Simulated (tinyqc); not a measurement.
Inside a calculation. Method: CIS and TDHF on RHF in the 6-31g basis, for He, spin multiplicity 1. One step of it, computed by the program tinyqc.

Task: Integrals over molecular orbitals. (pq|rs) = sum C_ip C_jq C_kr C_ls (ij|kl), one index at a time.

coefficients C:
```
             MO1        MO2
1He 1s  0.592081  -1.149818
1He 2s  0.513586   1.186959
```

core Hamiltonian H = T + V (hartree):
```
           1He 1s     1He 2s
1He 1s  -1.879626  -1.546409
1He 2s  -1.546409  -1.295190
```

Two-electron integrals (ij|kl) in chemists' order, unique and non-zero (hartree):
```
(11|11) 1.543936   (21|11) 0.785447   (21|21) 0.427025   (22|11) 0.803952
(22|21) 0.476190   (22|22) 0.615938
```

Give: one-electron integrals over orbitals h = C^T H C; Two-electron integrals over orbitals.

Result:

one-electron integrals over orbitals h = C^T H C (hartree):
```
         1        2
1  -1.9410   0.3165
2   0.3165  -0.0887
```

Two-electron integrals over orbitals (pq|rs), unique and non-zero (hartree):
```
(11|11) 1.0269    (21|11) -0.3165   (21|21) 0.2277    (22|11) 0.8581
(22|21) -0.2556   (22|22) 0.7664
```
